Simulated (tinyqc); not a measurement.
Inside a calculation: quantum well in an electric field by finite differences. Values are carried at full precision from step to step, so a last printed digit may differ when a step is redone from the rounded ones.

Finite differences on points z_i at the centres of cells of width h: H_ii = (c/h^2)(1/m_(i-1/2) + 1/m_(i+1/2)) + V_i, H_(i,i+1) = -(c/h^2)/m_(i+1/2), where m_(i+1/2) is the mean of the masses at the two points (the end values are repeated outwards), psi = 0 on the points beyond both ends, c = hbar^2/2m0. The field adds e F (z - z0) with z0 the middle of the structure; 1 kV/cm = 1e-5 eV/angstrom.

Constants: hbar^2/2m0 = 3.80998211 eV angstrom^2.

Parameters, chosen for this exercise (near those of an InGaAs well in InAlAs; shifted at random, so the results belong to these values and not to a real crystal): layers = ((40, 0.495, 0.0715), (60, 0, 0.0414), (40, 0.495, 0.0715)) (each layer: thickness in angstrom, band edge in eV, mass in m0); F = 130 kV/cm (field along z); h = 10 angstrom (cell width of the coarse grid); hf = 0.625 angstrom (cell width of the fine grid).

## The coarse grid

List the points, the potential with the field, and the masses.

Grid:
```
i   z (angstrom)   V (eV)  m (m0)
1            5.0   0.4105  0.0715
2           15.0   0.4235  0.0715
3           25.0   0.4365  0.0715
4           35.0   0.4495  0.0715
5           45.0  -0.0325  0.0414
6           55.0  -0.0195  0.0414
7           65.0  -0.0065  0.0414
8           75.0   0.0065  0.0414
9           85.0   0.0195  0.0414
10          95.0   0.0325  0.0414
11         105.0   0.5405  0.0715
12         115.0   0.5535  0.0715
13         125.0   0.5665  0.0715
14         135.0   0.5795  0.0715
```

## The tridiagonal Hamiltonian

Form the diagonal and the neighbouring elements; V in the grid already includes the field.

diagonal H_ii (eV): [1.4762, 1.4892, 1.5022, 1.6573, 1.5627, 1.8211, 1.8341, 1.8471, 1.8601, 1.6277, 1.7483, 1.6192, 1.6322, 1.6452]

H_(i,i+1) (eV): [-0.5329, -0.5329, -0.5329, -0.6749, -0.9203, -0.9203, -0.9203, -0.9203, -0.9203, -0.6749, -0.5329, -0.5329, -0.5329]

## Lowest levels on the coarse grid

Diagonalise the symmetric tridiagonal matrix; give the three lowest levels and the weights u_i^2 (sum 1) of the two lowest.

levels (eV): [0.0918, 0.3763, 0.6431]

weights on the points:
```
             1      2      3      4      5      6      7      8      9     10     11     12
level 1  0.000  0.001  0.007  0.033  0.125  0.188  0.212  0.192  0.141  0.080  0.018  0.003
level 2  0.004  0.018  0.046  0.103  0.193  0.109  0.006  0.042  0.165  0.203  0.079  0.024

            13     14
level 1  0.000  0.000
level 2  0.006  0.001
```

## Halving the cell width

The same with h, h/2, ..., h/32. The end points move with h, since psi vanishes half a cell beyond the structure. Richardson value (4 E(h/32) - E(h/16))/3.

Convergence:
```
cell (angstrom)  points  E1 (eV)  E2 (eV)  E1 - finest (meV)
10.0000              14  0.09175  0.37629             -6.339
5.0000               28  0.09639  0.38776             -1.704
2.5000               56  0.09765  0.39091             -0.440
1.2500              112  0.09798  0.39186             -0.110
0.6250              224  0.09807  0.39218             -0.024
0.3125              448  0.09809  0.39230              0.000
```

Richardson values of E1, E2 (eV): [0.09810, 0.39234]

The coarse grid is 6.3 meV too low in E1. The last differences between rows shrink by a factor 3.7 (4 for a pure h^2 error, 2 for one linear in h).

## Positions and dipoles on the fine grid

With h sum psi^2 = 1: <z - z0> of three levels, |z_12| and |z_13|, the mass m1 from 1/m1 = <1|1/m|1>, and f_1j = (m1/c)(E_j - E_1) z_1j^2.

levels (eV): [0.0981, 0.3922, 0.6901]

<z - z0> (angstrom): [-2.6, -1.4, -17.8]

|z_12|, |z_13| (angstrom): [17.22, 0.09]

m1 = 0.0428 m0

f_12, f_13: [0.979, 0.000]

Parity is broken, so the 1-3 transition is allowed, with 5.3e-05 times the strength of 1-2. E2 - E1 = 294.1 meV, a wavelength of 4.2 micrometre (hc = 1239.841984 eV nm). Level 3 lies above the lowest point of the outer barriers, so it is a resonance or a state of the finite grid, and values that rest on it depend on the ends of the grid.

## Checks

- E1 at zero field on the grid h/32 against transfer matrices between the same hard ends, eV: both 0.0998.

tinyqc: `OMP_NUM_THREADS=1 python tinyqc.py 1252444 1252445 out.jsonl`; about 0.04 s, one thread, shared Intel(R) Xeon(R) Processor @ 2.30GHz.
